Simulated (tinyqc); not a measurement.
Doping from the body effect.

Problem. The threshold of a long MOSFET, counted against the source, shifts by gamma (sqrt(2 phiF + Vsb) - sqrt(2 phiF)) with gamma = sqrt(2 eps0 eps_r q N)/Cox. Find 2 phiF, gamma and N from two shifts.

Values chosen for this exercise: relative permittivity eps_r = 16.

Constants: q = 1.602176634e-19 C, eps0 = 8.8541878128e-14 F/cm where lengths are in cm. Results are converted to the units shown.

|VT - VT(0)| at source-body biases 1.1 and 2.6 V (V): 0.73895711  1.3843372
Cox = 0.20273820 uF/cm^2

Solution. The ratio of the shifts depends on 2 phiF alone and rises steadily with it, so it fixes 2 phiF; either shift then gives gamma, and gamma gives N.

2 phiF = 0.450 V
gamma = 1.29 V^0.5
N = 1.50e17 cm^-3

Numbers from tinyqc (`OMP_NUM_THREADS=1 python tinyqc.py 2060118 2060119 out.jsonl`; about 0.01 s on one thread of a shared Intel Xeon 2.30GHz).
